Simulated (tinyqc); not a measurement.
# AlGaN/GaN HEMT with access regions, lumped model: effects of single changes

A polarisation-induced electron sheet under a Schottky gate, in series with two ungated access regions and contacts. Drift law v = mu E/(1 + mu E/vs) under the gate. Currents in mA/mm, resistances in ohm mm. No self-heating, no channel-length modulation; fits for polarisation, barrier and offset are chosen for the exercise.

Values chosen for this exercise; values close to those of AlGaN/GaN structures: aluminium share of the barrier x = 0.2; barrier thickness d = 25 nm; relative permittivity of barrier and channel eps_r = 9.5; channel mobility mu = 1600 cm^2/(V s); saturation velocity vs = 1.2e7 cm/s; gate length Lg = 1.5 um; source access length Ls = 1.5 um; drain access length Ld = 2 um; resistance of each contact Rc = 0.51 ohm mm; share of the drain-access electrons removed by traps ft = 0; gate voltage Vg = 0 V.

Constants: q = 1.602176634e-19 C, eps0 = 8.8541878128e-14 F/cm where lengths are in cm. Results are converted to the units shown.

Each table varies one quantity; the others keep the values above.

## Effect of the share of the drain-access electrons removed by traps

sigma = (5e13 x + 1.6e13 x^2) cm^-2, phiB = 0.84 + 1.3 x, dEc = 0.7 (1.71 x + x^2) in volts, Cb = eps0 eps_r/d, VT = phiB - dEc - q sigma/Cb, access density n0 = -Cb VT/q. Access resistance R(L, n) = L/(q mu n sqrt(1 - (I/(q n vs))^2)); Rs = Rc + R(Ls, n0), Rd = Rc + R(Ld, (1 - ft) n0). Vg' = Vg - I Rs, Vd' = Vd - I (Rs + Rd); with u = Vg' - VT, Vc = vs Lg/mu and w the smaller of Vd' and Vc [sqrt(1 + 2 u/Vc) - 1] (0 if negative), the channel gives (mu Cb/Lg)(u w - w^2/2)/(1 + w/Vc). I equals that channel current. Isat is I at Vd = 10 V, gm = dIsat/dVg, Ron the limit of Vd/I at small Vd.

The same in every row: VT (V) = -4.234; n0 (cm^-2) = 8.892e12.

Effect of the share of the drain-access electrons removed by traps:

| ft | Ron (ohm mm) | Isat (mA/mm) | gm (mS/mm) |
|---|---|---|---|
| 0 | 3.214 | 636.2 | 189.0 |
| 0.1 | 3.311 | 636.2 | 189.0 |
| 0.2 | 3.433 | 636.2 | 189.0 |
| 0.3 | 3.590 | 636.2 | 189.0 |
| 0.4 | 3.799 | 636.2 | 189.0 |
| 0.5 | 4.091 | 636.2 | 189.0 |
| 0.6 | 4.530 | 636.2 | 189.0 |
| 0.7 | 5.261 | 504.9 | 0.7446 |

What does the table show?

As ft goes from 0 to 0.7, Ron rises from 3.21 to 5.26 ohm mm, Isat falls from 636 to 505 mA/mm and gm falls from 189 to 0.745 mS/mm. The ceiling Cb vs is 404 mS/mm. In every row the power passes 5 W/mm, where self-heating, left out here, lowers the current. At ft = 0.7 the gated channel is not yet saturated at 10 V, because the access regions take the voltage, and gm drops.

## Effect of the source access length

Same model as above.

The same in every row: VT (V) = -4.234; n0 (cm^-2) = 8.892e12.

Results:

| Ls (um) | Ron (ohm mm) | Isat (mA/mm) | gm (mS/mm) |
|---|---|---|---|
| 0.1 | 2.599 | 730.3 | 225.9 |
| 0.6 | 2.819 | 692.9 | 210.6 |
| 1 | 2.994 | 666.2 | 200.2 |
| 1.5 | 3.214 | 636.2 | 189.0 |
| 2.5 | 3.652 | 584.7 | 170.9 |
| 4 | 4.310 | 523.1 | 150.3 |

Estimate the missing row, Ls = 0.3 um.

Computed row:

| Ls (um) | Ron (ohm mm) | Isat (mA/mm) | gm (mS/mm) |
|---|---|---|---|
| 0.3 | 2.687 | 714.7 | 219.4 |

With this row back in the table: As Ls goes from 0.1 to 4 um, Ron rises from 2.60 to 4.31 ohm mm, Isat falls from 730 to 523 mA/mm and gm falls from 226 to 150 mS/mm. The ceiling Cb vs is 404 mS/mm. In every row the power passes 5 W/mm, where self-heating, left out here, lowers the current.

## Effect of the gate voltage

Same model as above.

The same in every row: VT (V) = -4.234; n0 (cm^-2) = 8.892e12.

Results:

| Vg (V) | Ron (ohm mm) | Isat (mA/mm) | gm (mS/mm) |
|---|---|---|---|
| -3.8 | 8.975 | 22.32 | 86.61 |
| -3 | 4.813 | 117.0 | 140.8 |
| -2.3 | 3.996 | 223.8 | 162.4 |
| -1.5 | 3.575 | 360.0 | 176.7 |
| 0 | 3.214 | 636.2 | 189.0 |
| 0.7 | 3.120 | 769.1 | 190.2 |
| 1.5 | 3.041 | 920.7 | 188.1 |

Estimate the missing row, Vg = -0.8 V.

Computed row:

| Vg (V) | Ron (ohm mm) | Isat (mA/mm) | gm (mS/mm) |
|---|---|---|---|
| -0.8 | 3.367 | 486.6 | 184.3 |

With this row back in the table: As Vg goes from -3.8 to 1.5 V, Ron falls from 8.98 to 3.04 ohm mm, Isat rises from 22.3 to 921 mA/mm and gm goes from 86.6 through a maximum of 190 (at Vg = 0.7 V among the rows listed) to 188 mS/mm. The ceiling Cb vs is 404 mS/mm. For Vg = 0 to 1.5 V the power passes 5 W/mm, where self-heating, left out here, lowers the current. At Vg = 1.5 V Vg comes within 0.2 V of phiB or passes it, so at low drain current, as for Ron, the Schottky gate would conduct.

Numbers from tinyqc (`OMP_NUM_THREADS=1 python tinyqc.py 2570156 2570157 out.jsonl`; about 0.03 s on one thread of a shared Intel Xeon 2.30GHz).
